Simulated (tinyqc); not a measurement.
Inside a calculation. Model: geometry relaxation of a small cluster. Computed by tinyqc, a small Python program that keeps every step. Command: `OMP_NUM_THREADS=1 python tinyqc.py 3030560 3030561 out.jsonl relax walk`. One thread of a shared host (Intel(R) Xeon(R) Processor @ 2.30GHz), about 0.01 s of CPU time with the checks. Intermediate numbers are printed to about 7 digits and carried at full precision; extremes and crossings named in words are read from the listed rows.

E = sum_i {sum_j A exp(-p (r_ij/r0 - 1)) - xi sqrt(rho_i)}, rho_i = sum_j exp(-2 q (r_ij/r0 - 1)); the force on i is -sum_j w_ij (R_i - R_j)/r_ij with w_ij = -(2p/r0) A exp(-p (r_ij/r0 - 1)) + (xi q/r0) exp(-2 q (r_ij/r0 - 1)) (rho_i^(-1/2) + rho_j^(-1/2)).

Inputs (values chosen for the exercise, for model atoms):
```
quantity                 value           unit
length r0                 2.75       angstrom
repulsion A              0.099             eV
hopping xi                1.47             eV
decay p                   11.2              -
decay q                   2.62              -
step factor eta          0.046  angstrom^2/eV
largest number of steps    500              -
```

Potential: Gupta. Method: BFGS.

starting positions (angstrom):
```
            x      y      z
atom 1  -0.23  -0.18  -0.17
atom 2   2.59  -0.05   0.05
atom 3    1.2   2.05   0.02
atom 4   1.41   0.79   2.21
```

## Energy and forces at the start

Evaluate E and the forces at the starting positions.

distances (angstrom): 1-2 2.831554, 1-3 2.655918, 1-4 3.048754, 2-3 2.518531, 2-4 2.600692, 3-4 2.535311

energy at the start = -9.126936 eV

forces (eV/angstrom):
```
                x          y          z
atom 1   1.503334   0.810600   0.639806
atom 2  -1.063110   0.215055   0.345441
atom 3  -0.277427  -0.765898   0.154247
atom 4  -0.162797  -0.259757  -1.139494
```

## The first two steps

BFGS: R(new) = R + B F with the inverse Hessian B = eta 1 at first; with s = R(new) - R, y = F - F(new), rho = 1/(y.s): B(new) = (1 - rho s y^T) B (1 - rho y s^T) + rho s s^T, skipped if y.s is not positive. No atom moves more than 0.3 angstrom a step (the whole step is scaled). Stop when the largest force component is below 1e-5 eV/angstrom.

positions after step 1 (angstrom):
```
                x          y          z
atom 1  -0.160847  -0.142712  -0.140569
atom 2   2.541097  -0.040107   0.065890
atom 3   1.187238   2.014769   0.027095
atom 4   1.402511   0.778051   2.157583
```

energy after step 1 = -9.362826 eV

positions after step 2 (angstrom):
```
                x          y          z
atom 1  -0.024300  -0.082847  -0.071886
atom 2   2.473901  -0.061341   0.075838
atom 3   1.149440   2.013513   0.011642
atom 4   1.370959   0.740675   2.094407
```

energy after step 2 = -9.492609 eV

## All steps

The formulas are those given above.

Course of the relaxation:
```
step     E (eV)  largest force (eV/angstrom)  force calls
0     -9.126936                 1.503334e+00            1
1     -9.362826                 1.093313e+00            2
2     -9.492609                 1.452559e+00            3
3     -9.572022                 5.497100e-01            4
4     -9.623402                 2.225565e-01            5
5     -9.635739                 1.851746e-01            6
6     -9.643644                 1.958092e-01            7
7     -9.647824                 8.617854e-02            8
8     -9.648864                 3.629334e-02            9
9     -9.649078                 2.159528e-02           10
10    -9.649132                 7.132680e-03           11
11    -9.649140                 4.429008e-03           12
12    -9.649144                 3.104008e-03           13
13    -9.649145                 1.949916e-03           14
14    -9.649146                 6.147039e-04           15
15    -9.649146                 8.272013e-05           16
16    -9.649146                 1.326824e-05           17
17    -9.649146                 7.392734e-06           18
```

final positions (angstrom):
```
                x          y          z
atom 1  -0.011102  -0.117847   0.048293
atom 2   2.515023  -0.062492   0.013632
atom 3   1.203251   2.096963  -0.026197
atom 4   1.262828   0.693377   2.074273
```

final energy = -9.649146 eV

steps = 17

largest force at the end = 7.392734e-06 eV/angstrom

Converged in 17 steps.

## Curvatures at the end

Hessian at the final positions by central differences of the forces; six eigenvalues vanish (translations and rotations). Steepest descent is stable for eta below 2/lambda_max and contracts the softest mode by 1 - eta lambda_min a step.

non-zero eigenvalues (eV/angstrom^2): 4.33462  4.33462  9.93955  9.93956  9.93958  24.96043

condition number = 5.758395

largest stable eta = 0.08012684 angstrom^2/eV

contraction of the softest mode = 0.8006077

All are positive, so the end point is a minimum.

## Four methods from the same start

Steepest descent: R(new) = R + eta F. Conjugate gradient (Polak-Ribiere): d = F + beta d(old), beta = max(0, F.(F - F(old))/|F(old)|^2), d = F at first; step length from one secant, s = eta (F.d)/(F.d - F(R + eta d).d), replaced by eta if that is not positive; R(new) = R + s d. FIRE with unit mass: if F.v > 0, v = (1 - a) v + a |v| F/|F|, and after more than 5 such steps in a row dt = min(1.1 dt, 5 dt0), a = 0.99 a; else v = 0, a = 0.1, and dt = dt/2 (not at the first step). Then v = v + dt F, R(new) = R + dt v. dt0 = sqrt(eta), a = 0.1 at first. In this comparison each method may take up to 1500 steps.

Cost:
```
method              steps  force calls  final E (eV)  calls to reach 1e-2
steepest descent       53           54     -9.649146                   23
conjugate gradient     14           29     -9.649146                   21
BFGS                   17           18     -9.649146                   11
FIRE                   91           92     -9.649146                   39
```

In force calls the order is BFGS (18), conjugate gradient (29), steepest descent (54), FIRE (92). All that converged end at the same energy. Near the minimum steepest descent multiplies the slowest mode by 0.801 in size a step, 10 steps a decade of force, at a condition number of 5.8. On this problem it beats FIRE in force calls.

Checks made by the program: forces against finite differences of E (relative difference below 1e-10).
